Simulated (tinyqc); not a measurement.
Inside a calculation. Method: plane-wave Kohn-Sham cycle with exchange-only LDA in a layered model solid. Computed by tinyqc, a small Python program that keeps every step. Settings: points = 16, plane-wave index or count = 3, electrons = 2, k points = 1, area = 38.0, mixing = 0.8, iteration cap = 60, Pulay depth = 5. Command: `OMP_NUM_THREADS=1 python tinyqc.py 29965 29966 out.jsonl` (the two numbers bound the seeds that draw the settings). One thread of a shared host (Intel(R) Xeon(R) Processor @ 2.60GHz), about 0.01 s of CPU time with the checks. Later iterations appear only in the table of the cycle.

## Iteration 1: potential

A solid whose potential varies along x alone (atomic units):
```
parameter                      value
period a                    7.400000
cross-section of the cell  38.000000
electrons per cell                 2
grid points                       16
plane waves -n..n, n               3
k points                           1
V1 in V1 cos(2 pi x/a)     -0.110000
```

density at the start, on the grid x_j = j a/N (e/bohr^3): 0.007112  0.007112  0.007112  0.007112  0.007112  0.007112  0.007112  0.007112  0.007112  0.007112  0.007112  0.007112  0.007112  0.007112  0.007112  0.007112

V_H(G) = 4 pi rho(G)/G^2 for G != 0 (uniform background); v_x = -(3 rho/pi)^(1/3); V = V_ext + V_H + v_x; Fourier components f(G_m) = (1/N) sum_j f(x_j) exp(-i G_m x_j).

Potentials on the grid (hartree):
```
x         V_ext     V_H      v_x        V
0.0000  -0.1100  0.0000  -0.1894  -0.2994
0.4625  -0.1016  0.0000  -0.1894  -0.2910
0.9250  -0.0778  0.0000  -0.1894  -0.2672
1.3875  -0.0421  0.0000  -0.1894  -0.2315
1.8500        0  0.0000  -0.1894  -0.1894
2.3125   0.0421  0.0000  -0.1894  -0.1473
2.7750   0.0778  0.0000  -0.1894  -0.1116
3.2375   0.1016  0.0000  -0.1894  -0.0878
3.7000   0.1100  0.0000  -0.1894  -0.0794
4.1625   0.1016  0.0000  -0.1894  -0.0878
4.6250   0.0778  0.0000  -0.1894  -0.1116
5.0875   0.0421  0.0000  -0.1894  -0.1473
5.5500        0  0.0000  -0.1894  -0.1894
6.0125  -0.0421  0.0000  -0.1894  -0.2315
6.4750  -0.0778  0.0000  -0.1894  -0.2672
6.9375  -0.1016  0.0000  -0.1894  -0.2910
```

V(G_m), m = 0, 1, 2, ... (hartree): -0.1894  -0.0550  0.0000  0.0000  0.0000  0.0000  0.0000

## Iteration 1: Hamiltonian at one k

k = 0.0000 2 pi / a

H(m,m') = (k + G_m)^2/2 delta + V(G_m - G_m'), with V(-G) = V(G).

H (hartree):
```
         -3       -2       -1       +0       +1       +2       +3
-3   3.0548  -0.0550   0.0000   0.0000   0.0000   0.0000   0.0000
-2  -0.0550   1.2525  -0.0550   0.0000   0.0000   0.0000   0.0000
-1   0.0000  -0.0550   0.1711  -0.0550   0.0000   0.0000   0.0000
+0   0.0000   0.0000  -0.0550  -0.1894  -0.0550   0.0000   0.0000
+1   0.0000   0.0000   0.0000  -0.0550   0.1711  -0.0550   0.0000
+2   0.0000   0.0000   0.0000   0.0000  -0.0550   1.2525  -0.0550
+3   0.0000   0.0000   0.0000   0.0000   0.0000  -0.0550   3.0548
```

## Iteration 1: levels at that k

Diagonalise the Hermitian matrix.

eigenvalues (hartree): -0.2055  0.1683  0.1844  1.2536  1.2536  3.0565  3.0565

## Iteration 1: new density

Motion across x is left out: the lowest 1 band(s) hold two electrons at each of the k points (j + 1/2)/nk - 1/2. Residual R = rho(out) - rho(in); rho(new) = rho(in) + 0.8 R. rho(out) = 2/(a A nk) sum |psi|^2 with psi = sum c exp(i G x). Harris energy E = band energy - dV sum rho (V_H/2 + v_x) + (3/4) dV sum rho v_x with rho(in), dV = a A/N, band energy = (2/nk) sum of the filled levels.

rho(out) (e/bohr^3): 0.011610  0.011157  0.009942  0.008315  0.006668  0.005279  0.004282  0.003698  0.003507  0.003698  0.004282  0.005279  0.006668  0.008315  0.009942  0.011157

density after iteration 1 (e/bohr^3): 0.010711  0.010348  0.009376  0.008075  0.006757  0.005646  0.004848  0.004381  0.004228  0.004381  0.004848  0.005646  0.006757  0.008075  0.009376  0.010348

energy per cell = -0.316372 hartree

## Iteration 2: potential

As before.

Potentials on the grid (hartree):
```
x         V_ext      V_H      v_x        V
0.0000  -0.1100   0.0577  -0.2171  -0.2693
0.4625  -0.1016   0.0530  -0.2146  -0.2632
0.9250  -0.0778   0.0397  -0.2076  -0.2457
1.3875  -0.0421   0.0204  -0.1976  -0.2193
1.8500        0  -0.0016  -0.1862  -0.1877
2.3125   0.0421  -0.0226  -0.1753  -0.1558
2.7750   0.0778  -0.0397  -0.1667  -0.1286
3.2375   0.1016  -0.0508  -0.1611  -0.1103
3.7000   0.1100  -0.0546  -0.1592  -0.1039
4.1625   0.1016  -0.0508  -0.1611  -0.1103
4.6250   0.0778  -0.0397  -0.1667  -0.1286
5.0875   0.0421  -0.0226  -0.1753  -0.1558
5.5500        0  -0.0016  -0.1862  -0.1877
6.0125  -0.0421   0.0204  -0.1976  -0.2193
6.4750  -0.0778   0.0397  -0.2076  -0.2457
6.9375  -0.1016   0.0530  -0.2146  -0.2632
```

V(G_m), m = 0, 1, 2, ... (hartree): -0.1872  -0.0414  0.0003  0.0000  0.0000  0.0000  0.0000

## Iteration 2: Hamiltonian at one k

k = 0.0000 2 pi / a

As before.

H (hartree):
```
         -3       -2       -1       +0       +1       +2       +3
-3   3.0571  -0.0414   0.0003   0.0000   0.0000   0.0000   0.0000
-2  -0.0414   1.2547  -0.0414   0.0003   0.0000   0.0000   0.0000
-1   0.0003  -0.0414   0.1733  -0.0414   0.0003   0.0000   0.0000
+0   0.0000   0.0003  -0.0414  -0.1872  -0.0414   0.0003   0.0000
+1   0.0000   0.0000   0.0003  -0.0414   0.1733  -0.0414   0.0003
+2   0.0000   0.0000   0.0000   0.0003  -0.0414   1.2547  -0.0414
+3   0.0000   0.0000   0.0000   0.0000   0.0003  -0.0414   3.0571
```

## Iteration 2: levels at that k

As before.

eigenvalues (hartree): -0.1964  0.1714  0.1813  1.2553  1.2553  3.0580  3.0580

## Iteration 2: new density

B (overlaps of the stored error matrices):
```
                1               2
1   1.3132201e-04  -3.5198234e-06
2  -3.5198234e-06   1.5541037e-07
```

Motion across x is left out: the lowest 1 band(s) hold two electrons at each of the k points (j + 1/2)/nk - 1/2. Residual R = rho(out) - rho(in); rho(new) = rho(in) + 0.8 R; Pulay mixing then takes sum c_i of the stored mixed densities, with c from B_ij = sum R_i R_j as in DIIS. rho(out) = 2/(a A nk) sum |psi|^2 with psi = sum c exp(i G x). Harris energy E = band energy - dV sum rho (V_H/2 + v_x) + (3/4) dV sum rho v_x with rho(in), dV = a A/N, band energy = (2/nk) sum of the filled levels.

rho(out) (e/bohr^3): 0.010504  0.010184  0.009314  0.008116  0.006854  0.005744  0.004911  0.004406  0.004238  0.004406  0.004911  0.005744  0.006854  0.008116  0.009314  0.010184

DIIS coefficients: 0.0265  0.9735

density after iteration 2 (e/bohr^3): 0.010550  0.010220  0.009327  0.008107  0.006833  0.005722  0.004897  0.004400  0.004236  0.004400  0.004897  0.005722  0.006833  0.008107  0.009327  0.010220

energy per cell = -0.308778 hartree

## Convergence

Stop when sqrt(dV sum R^2) is below 1e-8, dV = a A/N.

Course of the cycle:
```
iteration  E (hartree)  norm of the residual
1            -0.316372              4.80e-02
2            -0.308778              1.65e-03
3            -0.308776              2.41e-04
4            -0.308776              9.40e-07
5            -0.308776              2.60e-07
6            -0.308776              9.50e-08
7            -0.308776              6.07e-11
```

Converged in 7 iterations. Before convergence this energy mixes input and output and is not variational, so it may rise towards its limit.
